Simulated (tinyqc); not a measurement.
Deformation-potential model of the X valleys of a conduction band, step by step. Values are carried at full precision from step to step, so a last printed digit may differ when a step is redone from the rounded ones.

s11 = (C11 + C12)/((C11 - C12)(C11 + 2 C12)), s12 = -C12/((C11 - C12)(C11 + 2 C12)), s44 = 1/C44; exx = s11 sxx + s12 (syy + szz) and cyclic, exy = s44 sxy/2; tension is positive. A uniaxial stress X along the unit vector n is s_ij = X n_i n_j.

Constants: kB = 8.617333262e-05 eV/K; hbar^2/2m0 = 3.80998211 eV angstrom^2.

Parameters, chosen for this exercise (near those of GaP; the results hold for these values, not for the real material):
```
symbol  value           unit  meaning
C11     141.2           GPa
C12     63.6            GPa
C44     68.7            GPa
load    uniaxial [110]        kind of stress
X       1.05            GPa   stress
Xd      1.5             eV    dilation potential
Xu      6.5             eV    uniaxial potential
T       77              K     temperature
ml      2.032           m0    longitudinal mass
mt      0.255           m0    transverse mass
```

## Strain from a uniaxial [110] stress

Form the compliances and the strain.

s11, s12, s44 (1/TPa): 9.8330  -3.0536  14.5560

strain tensor:
```
          x         y          z
x  0.003559  0.003821   0.000000
y  0.003821  0.003559   0.000000
z  0.000000  0.000000  -0.003206
```

## Valley shifts

Valleys with axes along x, y and z, one whole valley each. Herring-Vogt shift of a valley with unit axis a: dE = Xd tr(e) + Xu a.e.a. Non-degenerate shares n_i = exp(-dE_i/kT)/sum_j exp(-dE_j/kT). Inverse mass tensor of a valley: (1 - a a)/mt + a a/ml; the masses are taken as independent of strain.

Apply the Herring-Vogt formula to each valley.

Xd tr(e) = 5.87 meV

a.e.a: x 0.003559, y 0.003559, z -0.003206

shifts dE (meV): x 29.00, y 29.00, z -14.97

The lowest valley is z, 44.0 meV below the highest; the mean shift over all valleys is (Xd + Xu/3) tr(e) = 14.34 meV.

## Shares of the electrons

Boltzmann factors of the shifts.

kT = 6.635 meV

shares: x 0.0013, y 0.0013, z 0.9974

effective number of valley axes, 1/(largest share) = 1.003

## Conductivity mass tensor

With one scattering time for all valleys the conductivity goes as M = sum_i n_i (inverse mass tensor of valley i); along the unit vector u, 1/m_c = u.M.u. Without stress 1/m_c = (1/ml + 2/mt)/3. Take u along [100].

M (1/m0):
```
       x      y      z
x  3.917  0.000  0.000
y  0.000  3.917  0.000
z  0.000  0.000  0.501
```

m_c along [100] = 0.2553 m0
m_c without stress = 0.3599 m0

The repopulation alone changes the mobility along [100] by +41.0 %; with all electrons in the valleys lightest or heaviest along this direction it would change by +41 or -82 %.

## Effective density of states

Each of the 3 whole valleys has m_d = (ml mt^2)^(1/3) and N = 2 (m_d kT/(4 pi c))^(3/2), c = hbar^2/2m0. Counted from the lowest edge, Nc = N x sum_i exp(-(dE_i - dE_min)/kT). 1 angstrom^-3 = 1e24 cm^-3.

m_d = 0.5093 m0
N of one valley = 1.186e+18 cm^-3
Nc under stress = 1.189e+18 cm^-3
Nc without stress = 3.558e+18 cm^-3

## Piezoresistance from repopulation

For small stress d(rho)/rho = pi X. For valleys on the cube axes pi11 = -(2/3) Xu (s11 - s12)/kT x (K - 1)/(2K + 1), pi12 = -pi11/2, pi44 = 0, K = ml/mt. For stress along [110]: pi_l = (pi11 + pi12 + pi44)/2 with the current along it and pi_t = (pi11 + pi12 - pi44)/2 with the current along [1-10]. 1/GPa = 100 x 1e-11/Pa.

K = 7.969

pi11, pi12, pi44 (1e-11/Pa): -346.3  173.1  0.0

pi_l, pi_t for [110] (1e-11/Pa): -86.6  -86.6

Only the transfer between valleys is counted; changes of mass and of intervalley scattering add to it in a real crystal.

## Checks

- Conductivity mass at zero stress against 3/(1/ml + 2/mt): both 0.3599166.
- Piezoresistance coefficients by finite differences against the closed form: largest difference 9.0e-07.

Run: tinyqc, `OMP_NUM_THREADS=1 python tinyqc.py 1050480 1050481 out.jsonl`; Intel(R) Xeon(R) Processor @ 2.30GHz, one thread, shared host; about 0.03 s of CPU time with all checks.
